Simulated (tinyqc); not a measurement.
# Film and buried-oxide thickness from two coupling ratios

Problem. In a depleted film -dVT/dVb is k1 = Cs Cbox/(Cox (Cs + Cbox)) for a front channel and k2 = Cbox (Cox + Cs)/(Cox Cs) for a back channel, with Cox = eps0 eox/tox, Cs = eps0 eps_r/ts, Cbox = 3.9 eps0/tb. Find ts and tb.

Parameters, values chosen for the exercise; band and dielectric values close to those of silicon: relative permittivity eps_r = 11.9; relative permittivity of the gate insulator (close to aluminium oxide) eox = 9.12; insulator thickness tox = 4 nm.

coupling ratios for a front and a back channel: [0.043549985, 0.13855103]

Solution. With y = Cox/Cs and z = Cox/Cbox, 1/k1 = y + z and k2 = (1 + y)/z, so y = (k2/k1 - 1)/(1 + k2); the thicknesses follow from y and z.

ts = 10.0 nm
tb = 36.0 nm

Program tinyqc, `OMP_NUM_THREADS=1 python tinyqc.py 2190147 2190148 out.jsonl`; Intel Xeon 2.30GHz, shared host, one thread, about 0.6 s.
